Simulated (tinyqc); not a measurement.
Six-band hole subbands of a thin body in a field, step by step. Values are carried at full precision from step to step, so a last printed digit may differ when a step is redone from the rounded ones.

Constants: hbar^2/2m0 = 3.80998211 eV angstrom^2.

Parameters, chosen for this exercise (near those of a p-type Si channel; not measured data):
```
symbol  value                 unit        meaning
S       (7.71, -2.17, 12.85)  1/TPa       compliances s11, s12, s44
sx      -0.5                  GPa         stress along the channel [1-10], negative in compression
b       -2.06                 eV          tetragonal potential
d       -4.79                 eV          trigonal potential
g1      4.3                               Luttinger gamma1
g2      0.34                              gamma2
g3      1.44                              gamma3
face    001                               surface
Dso     0.045                 eV          spin-orbit splitting
t       75                    angstrom    body thickness
F       0.5                   MV/cm       field across the body
kmax    0.1                   1/angstrom  end of the path
```

## Strain and its block

exx = eyy = (s11 + s12) sx/2, ezz = s12 sx, exy = -s44 sx/4 (1 GPa/TPa = 1e-3). With e0 the traceless part, B_XX = 2b e0xx - b (e0yy + e0zz) and B_XY = sqrt(3) d exy.

strain, rows x, y, z and columns alike:
```
[[-0.001385, 0.001606, 0],
 [0.001606, -0.001385, 0],
 [0, 0, 0.001085]]
```

B (eV), rows X, Y, Z and columns alike:
```
[[0.00509, -0.01333, 0],
 [-0.01333, 0.00509, 0],
 [0, 0, -0.01018]]
```

## Confinement masses without spin-orbit coupling

C(n n^T)/c has C_XX = (g1 + 4 g2) nx^2 + (g1 - 2 g2)(ny^2 + nz^2) and C_XY = 6 g3 nx ny, n the unit normal; its eigenvalues are the inverse masses along n.

C(n n^T)/c, rows X, Y, Z and columns alike:
```
[[3.6200, 0, 0],
 [0, 3.6200, 0],
 [0, 0, 5.6600]]
```

masses (m0): [0.2762, 0.2762, 0.1767]

## The matrix for one sine at q = 0

Basis X, Y, Z times spin, hole energies counted downwards from the unstrained edge (the hydrostatic shift is left out), c = hbar^2/2m0. For a symmetric tensor T let C(T) have C_XX = L Txx + M (Tyy + Tzz), C_XY = N Txy (cyclic), L = c (g1 + 4 g2), M = c (g1 - 2 g2), N = 6 c g3. k = q + kz n, n the unit normal, q = k1 u + k2 v with u along the channel [1-10] and v = n x u. H = C(k k^T) + (Dso/3)(1 - L.sigma) - B + e F z with (L_k)_ij = -i epsilon_kij; B is the block C built from the traceless strain with 2b, -b and sqrt(3) d in place of L, M, N. Strain: exx = eyy = (s11 + s12) sx/2, ezz = s12 sx, exy = -s44 sx/4. Hard walls at z = 0 and t; basis sin(j pi z/t), j = 1 to Nz: kz^2 = (j pi/t)^2, kz = -i D with D_jl = 4 j l/(t (j^2 - l^2)), z_jj = t/2 and z_jl = -8 t j l/(pi (j^2 - l^2))^2 for j + l odd; 1 MV/cm = 0.01 eV/angstrom.

Nz = 1, in meV.

H (meV), rows X+, Y+, Z+, X-, Y-, Z- and columns alike:
```
[[221.61, 13.33+15.00i, 0, 0, 0, -15.00],
 [13.33-15.00i, 221.61, 0, 0, 0, 15.00i],
 [0, 0, 250.51, 15.00, -15.00i, 0],
 [0, 0, 15.00, 221.61, 13.33-15.00i, 0],
 [0, 0, 15.00i, 13.33+15.00i, 221.61, 0],
 [-15.00, -15.00i, 0, 0, 0, 250.51]]
```

## Its levels

Diagonalise; the levels come in pairs. Give each pair and its weights on X, Y, Z, summed over spin and averaged over the pair.

levels (meV): [200.16, 226.63, 266.94]

weights, rows X, Y, Z; columns pair 1, pair 2, pair 3:
```
[[0.484, 0.323, 0.193],
 [0.484, 0.323, 0.193],
 [0.033, 0.354, 0.614]]
```

## More sines

The four lowest pairs at q = 0.

Hole energies (meV):
```
Nz  pair 1  pair 2  pair 3  pair 4
1   200.16  226.63  266.94       -
2   160.03  189.09  232.31  313.76
4   152.88  182.95  227.70  278.73
8   152.78  182.87  227.65  278.34
16  152.78  182.87  227.65  278.33
```

One sine is 47.38 meV off in the top subband, since the field mixes the sines. The second pair lies 30.1 meV deeper.

## Dispersion of the top subband

Nz = 14; the two lowest levels (spin-split where the field breaks inversion), in meV from their value at q = 0.

Energies (meV):
```
|q| (1/angstrom)    u a    u b    v a    v b  [100] a  [100] b
0.025             10.93  12.34   1.52   2.27     6.42     8.27
0.050             26.49  29.18   5.24   6.04    23.76    29.28
0.075             34.37  35.31  10.56  10.97    40.10    46.15
0.100             42.72  42.89  17.24  17.36    53.17    55.52
```

From the mean of each pair in the first row, c q^2/E gives 0.20 m0 along u, 1.26 m0 along v and 0.32 m0 along [100]. The largest distance between a and b in the table is 6.05 meV. These masses hold for the first row only: the band bends further out.

## Checks

- Top level at q = 0 on (001) without field and stress against c (g1 - 2 g2)(pi/t)^2, eV: both 0.02420.
- Hermiticity, and E(q) against E(-q): they agree to 1e-10 or better.

Program tinyqc; command `OMP_NUM_THREADS=1 python tinyqc.py 1280364 1280365 out.jsonl`; about 0.4 s on one thread of a shared Intel(R) Xeon(R) Processor @ 2.30GHz.
